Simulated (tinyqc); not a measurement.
Changing the temperature T: inversion-layer mobility, back-scattering and ballistic limit of a field-effect transistor. Computed by tinyqc, a small Python program. Command: `OMP_NUM_THREADS=1 python tinyqc.py 3030590 3030591 out.jsonl mos sweep`. One thread of a shared host (Intel(R) Xeon(R) Processor @ 2.30GHz), about 0.01 s of CPU time with the checks.

The charge at the top of the source barrier is fixed by the gate; series resistance and short-channel effects are left out. F_j are Fermi integrals normalised to exp(eta) in the classical limit.

Inputs (values chosen for the exercise, modelled on a germanium p-channel):
```
quantity                                     value        unit
transport mass m                              0.19         m_0
valley degeneracy g_v                            1           -
weight w of the inversion charge             0.333           -
permittivity eps                                16           -
phonon mobility at 1 MV/cm and 300 K, mu_ph    270  cm^2/(V s)
roughness mobility at 1 MV/cm, mu_sr           260  cm^2/(V s)
Coulomb mobility at N_inv = 1e12/cm^2, mu_C    680  cm^2/(V s)
electrical oxide thickness t_inv               1.9          nm
depletion charge N_dep                       4e+12      1/cm^2
gate overdrive V_G - V_T                      0.98           V
drain voltage V_D                             0.05           V
channel length L                                75          nm
exponent a of the critical length             0.67           -
```

Statistics at the top of the barrier: Fermi-Dirac.

Constants: eps_0 = 8.8541878128e-12 F/m; e = 1.602176634e-19 C; m_0 = 9.1093837015e-31 kg; k_B = 1.380649e-23 J/K; hbar = 1.054571817e-34 J s; k_B = 8.617333262e-05 eV/K.

Method:
- N_inv = 3.9 eps_0 (V_G - V_T)/(e t_inv); effective field E_eff = e (N_dep + w N_inv)/(eps eps_0).
- mu_phonon = mu_ph (E_eff/1 MV/cm)^(-0.3) (T/300 K)^(-1.75); mu_rough = mu_sr (E_eff/1 MV/cm)^(-2); mu_Coulomb = mu_C (N_inv/1e12 cm^-2) (T/300 K); Matthiessen's rule adds 1/mu.
- F_j(eta) = (1/Gamma(j + 1)) int_0^infinity x^j/(1 + exp(x - eta)) dx, F_0 = ln(1 + exp(eta)). Integrals over x = E/(k_B T) use 160 Gauss-Legendre points in u = sqrt(x) from 0 to sqrt(max(eta, 0) + 32).
- Ballistic channel: N_2D = g_v m k_B T/(pi hbar^2), U = e V_D/(k_B T); eta_F solves N_inv = (N_2D/2)[F_0(eta_F) + F_0(eta_F - U)]; v_T = sqrt(2 k_B T/(pi m)); I/W = e (N_2D/2) v_T [F_1/2(eta_F) - F_1/2(eta_F - U)]; injection velocity v_T F_1/2(eta_F)/F_0(eta_F).
- Mean free path lambda = (2 k_B T/e)(mu/v_T) F_0(eta_0)/F_-1/2(eta_0), with eta_0 from N_inv = N_2D F_0(eta_0); critical length l = L (1 + U)^(-a), an empirical rule; back-scattering r = l/(l + lambda). Then eta solves N_inv = (N_2D/2)[(1 + r) F_0(eta) + (1 - r) F_0(eta - U)] and I/W = e (N_2D/2) v_T (1 - r)[F_1/2(eta) - F_1/2(eta - U)].
- Ballistic ratio: I over the ballistic current. Apparent mobility 1/(1/mu + 1/mu_B), mu_B = mu L/lambda.

One run for each value; columns: (1) temperature T (K); (2) effective mobility mu (cm^2/(V s)); (3) current I/W (microampere/micrometre); (4) injection velocity (1e7 cm/s); (5) ballistic ratio; (6) mean free path lambda (nm):
```
(1)     (2)     (3)     (4)      (5)     (6)
77   265.79  555.84  2.3509  0.54057  22.988
99   261.13  513.40  2.3539  0.49961  22.599
130  247.17  459.71  2.3596  0.44790  21.416
160  229.94  413.07  2.3665  0.40308  19.953
210  199.57  345.20  2.3813  0.33805  17.377
270  166.11  278.41  2.4041  0.27432  14.549
350  130.12  210.75  2.4422  0.21006  11.524
450   97.74  152.46  2.4996  0.15485   8.818
```

What does the table show, and why?

Over the rows, effective mobility mu (cm^2/(V s)) falls from 266 to 97.7 (exponent d ln y / d ln x -0.070 between the first rows and -1.1 between the last); current I/W (microampere/micrometre) falls from 556 to 152 (exponent d ln y / d ln x -0.32 between the first rows and -1.3 between the last); injection velocity (1e7 cm/s) rises from 2.35 to 2.50 (exponent d ln y / d ln x 0.0052 between the first rows and 0.093 between the last). At the low end the exponent of injection velocity is 0.01, close to 0: a Fermi velocity. mu changes by a factor 2.72 over the table and the current by 3.65.

Caution (all rows): the Fermi level lies so high that further subbands and non-parabolicity matter. Caution (rows 77.0, 99.0, 130, 160): the current exceeds the long-channel drift law, so the empirical rule for l, meant for short channels, is too generous here. Caution (rows 77.0, 99.0, 130, 160): in a degenerate gas the layer that can return carriers is set by E_F rather than k_B T, so l is underestimated.
